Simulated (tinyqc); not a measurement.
# Gap and mass from two generation rates

Inverse problem. In the two-band model the band-to-band tunnelling rate in a uniform field is G = A F^2 exp(-B/F), with B = pi sqrt(m/C) Eg^1.5/4 (V/nm), A = 1e21 (2 q/h) m Eg/(16 pi C B) for G in cm^-3 s^-1 and F in V/nm, C = hbar^2/(2 m0). Find B, A, Eg and m.

Constants: q = 1.602176634e-19 C, hbar = 1.054571817e-34 J s, h = 6.62607015e-34 J s, m0 = 9.1093837015e-31 kg, hbar^2/(2 m0) = 0.0380998212 eV nm^2. Results are converted to the units shown.

G at F = 0.074 and 0.11 V/nm (cm^-3 s^-1): 2.2492706e21  1.3938499e25

Answer. The slope of ln(G/F^2) against 1/F is -B and the intercept gives A. The product A B fixes m Eg, and B = (pi/4) Eg sqrt(m Eg/C) then gives Eg.

B = 1.80 V/nm
A = 1.41e34 cm^-3 s^-1 (V/nm)^-2
Eg = 1.41 eV
m = 0.0710 m0

Numbers from tinyqc (`OMP_NUM_THREADS=1 python tinyqc.py 2620134 2620135 out.jsonl`; about 0.01 s on one thread of a shared Intel Xeon 2.30GHz).
